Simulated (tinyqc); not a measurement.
A ladder of methods, and size consistency: correlation methods against full CI in the sto-3g basis, for BeH2, spin multiplicity 1. Computed by the program tinyqc with PySCF. Command: `OMP_NUM_THREADS=1 python tinyqc.py 114820 114821 out.jsonl`; one thread of a shared host (Intel(R) Xeon(R) Processor @ 2.60GHz), about 2 s.

Geometry (angstrom):
```
atom       x        y       z
Be    0.0000   0.0000  0.0000
H     0.0000   1.2980  0.0170
H     0.0000  -1.2980  0.0170
```

RHF energy of one = -15.561283 hartree

All electrons correlated; +Q is the Davidson correction (1 - c0^2) E_corr. The last columns treat two copies 100 angstrom apart as one system. FCI is the lowest singlet.

Correlation energies (hartree):
```
method   E_corr of one  share of FCI (%)  E_corr of two at 100 angstrom  two minus twice one (mhartree)
MP2          -0.022536           66.8833                      -0.045072                          0.0000
CISD         -0.032993           97.9169                      -0.064454                          1.5319
CISD+Q       -0.033797          100.3050                      -0.067372                          0.2229
CCSD         -0.033322           98.8934                      -0.066644                          0.0000
CCSD(T)      -0.033522           99.4861                      -0.067043                          0.0000
FCI          -0.033695          100.0000                              -                               -
```

MP2 recovers 67 %, CISD 97.9 % and CCSD 98.9 % of the FCI value (c0^2 = 0.976 in CISD). MP2 and coupled cluster are size consistent, so their last column vanishes; CISD loses 1.53 mhartree, since a double excitation on each copy is a quadruple of the pair, and the Davidson correction leaves +0.22.
